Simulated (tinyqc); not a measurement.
Resistance of a source-drain extension with a graded tip: one step of the calculation.

y runs along the channel, the gate covers y > 0. The doping is N0 for y < y0 and N0 10^(-(y - y0)/la) beyond, uniform over the depth xj. Sheet conductance s(y) = q mu(N) max(N - Nch, 0) xj + (for y > 0) ma Cox Vo, with mu(N) = u0 + (u1 - u0)/(1 + (N/Nr)^au) and Cox = eps0 eox/tox. Current is taken as one-dimensional; depletion of the tip, spreading and the contact are left out. The metallurgical junction lies at yj, where N = Nch.

Task. Sheet resistances and junction position. yj = y0 + la log10(N0/Nch); sheet resistance of the full extension 1/[q mu(N0)(N0 - Nch) xj] and of the gate-induced layer 1/(ma Cox Vo); metallurgical length Lg - 2 yj; ye is where the doped and the gate-induced conductances are equal.

Parameters, values chosen for the exercise; mobility law close to that of electrons in silicon:
- eox = 7.46 (relative permittivity of the gate insulator (close to silicon nitride))
- tox = 5.9 nm (insulator thickness)
- N0 = 1e20 cm^-3 (active doping of the extension far from the gate)
- la = 4.1 nm/decade (lateral abruptness)
- y0 = -0.6 nm (position under the gate where the fall begins (gate edge at 0))
- xj = 15 nm (depth of the extension)
- Nch = 1.3e18 cm^-3 (channel doping)
- Vo = 0.81 V (gate overdrive)
- ma = 99 cm^2/(V s) (mobility of the gate-induced layer)
- u1 = 1414 cm^2/(V s) (mobility at low doping)
- u0 = 68.5 cm^2/(V s) (mobility at high doping)
- Nr = 9.2e16 cm^-3 (reference doping)
- au = 0.711 (exponent)
- Lg = 40 nm (gate length)

Constants: q = 1.602176634e-19 C, eps0 = 8.8541878128e-14 F/cm where lengths are in cm. Results are converted to the units shown.

Wanted: yj; sheet resistance of the extension; sheet resistance of the induced layer; metallurgical length; ye; N at ye.

Result.

yj = 7.133 nm
sheet resistance of the extension = 542.1 ohm/square
sheet resistance of the induced layer = 1.114e4 ohm/square
metallurgical length = 25.73 nm
ye = 5.305 nm
N at ye = 3.629e18 cm^-3

The gate takes over 1.83 nm before the junction, where N is still 2.79 times the channel doping.

Computed by the program tinyqc: `OMP_NUM_THREADS=1 python tinyqc.py 2282277 2282278 out.jsonl`, one thread of a shared Intel Xeon 2.30GHz, about 0.03 s for the whole run.
